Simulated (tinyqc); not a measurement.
Temperatures in a stack of 2 dies with leakage feedback: one step of the calculation.

One-dimensional heat flow to a sink below die 0. The power of each die is released in a plane at its top; from the plane of die j > 0 heat crosses its silicon (ts), a bond layer and the wiring of die j - 1; from die 0 it crosses t0, paste and sink. Copper shares the path through bond and wiring in parallel: k_eff = fm km + (1 - fm) k. Silicon is taken at the temperature of the plane above it. Leakage is P_l exp((T - 350 K)/Tl).

Task. Resistances per area at 300 K. R = thickness/conductivity for each layer.

Parameters, values chosen for the exercise; conductivities of the order met in silicon, wiring layers, bonds and pastes:
- k0 = 137 W/(m K) (conductivity of silicon at 300 K)
- ts = 20 um (thickness of a thinned die)
- t0 = 300 um (thickness of the die next to the sink)
- tb = 9 um (thickness of the wiring layers)
- kb = 1.6 W/(m K) (conductivity of the wiring layers)
- tg = 30 um (thickness of a bond layer)
- kg = 0.8 W/(m K) (conductivity of the bond dielectric)
- fm = 0 (area share of copper through bond and wiring)
- km = 390 W/(m K) (conductivity of copper)
- Rt = 0.18 K cm^2/W (paste and lid)
- Rs = 0.9 K cm^2/W (heat sink)

Wanted: thick die; thinned die; k_eff of the bond; k_eff of the wiring; bond plus wiring; paste plus sink.

Result.

thick die = 0.02190 K cm^2/W
thinned die = 0.001460 K cm^2/W
k_eff of the bond = 0.8000 W/(m K)
k_eff of the wiring = 1.600 W/(m K)
bond plus wiring = 0.4313 K cm^2/W
paste plus sink = 1.080 K cm^2/W

Computed by the program tinyqc: `OMP_NUM_THREADS=1 python tinyqc.py 2162064 2162065 out.jsonl`, one thread of a shared Intel Xeon 2.30GHz, about 0.02 s for the whole run.
